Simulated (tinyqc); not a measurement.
Worked calculation: Peierls distortion of a half-filled chain. Values are carried at full precision from step to step, so a last printed digit may differ when a step is redone from the rounded ones.

Atoms move by +/- u, so bonds change by -/+ 2u and hoppings are t +/- 2 al u. Bands E = -/+ sqrt((2 t cos x)^2 + D^2 sin^2 x) with D = 4 al u, x = k a in (0, pi/2); the gap is 2D. Energy per atom at zero temperature: E(u) = -mean_x sqrt(...) + 2 K u^2; exactly, the mean is (4t/pi) E(1 - z^2), z = D/2t, E the complete elliptic integral of the second kind with parameter m. Coupling lambda = 2 al^2/(pi t K).

Constants: kB = 8.617333262e-05 eV/K.

Parameters, chosen for this exercise: t = 2.07 eV (hopping of the even chain); al = 6 eV/angstrom (change of hopping with bond length); K = 38.8 eV/angstrom^2 (spring constant of a bond); u = 0.059 angstrom (trial shift of alternate atoms); N = 2 (k points).

## Energy at a trial distortion

Use the mesh x_j = (j + 1/2) pi/(2N), j = 0 .. N-1, and also the elliptic integral.

D = 1.4160 eV

|E| on the mesh (eV): 3.8631  2.0546

band energy on the mesh = -2.9588 eV
elastic energy = 0.2701 eV
total, exact = -2.6775 eV
exact E(u) - E(0) = -0.0419 eV

This distortion lowers the energy; the mesh errs by -11.22 meV.

## The equilibrium distortion

dE/du = 0 gives 1 = (4 al^2/K) mean(sin^2 x/|E|); solve with the exact mean, and compare with the weak-coupling form D = 8 t exp(-1 - 1/(2 lambda)).

lambda = 0.2854
u0 = 0.0478 angstrom
gap 2D = 2.295 eV
gap, weak coupling = 2.113 eV
E(u0) - E(0) per atom = -47.08 meV

Long and short bonds differ by 4 u0 = 0.1913 angstrom. The weak-coupling gap is 0.921 of the full one. The gain is far smaller than the gap, since only states near the zone edge move.

## Length and phonon scales

Coherence length xi/a = 2t/D with D half the gap; mean-field transition kB Tp = D/1.764 (weak coupling); for the optical mode at the zone edge (omega_R/omega_0)^2 = 2 lambda at weak coupling.

xi/a = 3.61
Tp = 7.55e+03 K
omega_R/omega_0 = 0.755

Tp is a mean-field scale: in a single chain fluctuations forbid the transition, and coupling between chains sets the real one, far lower.

## Checks

- Total energy at u0 on 4000 points against the elliptic integral (eV): both -2.68269.

Program tinyqc; command `OMP_NUM_THREADS=1 python tinyqc.py 1681074 1681075 out.jsonl`; about 0.07 s on one thread of a shared Intel(R) Xeon(R) Processor @ 2.30GHz.
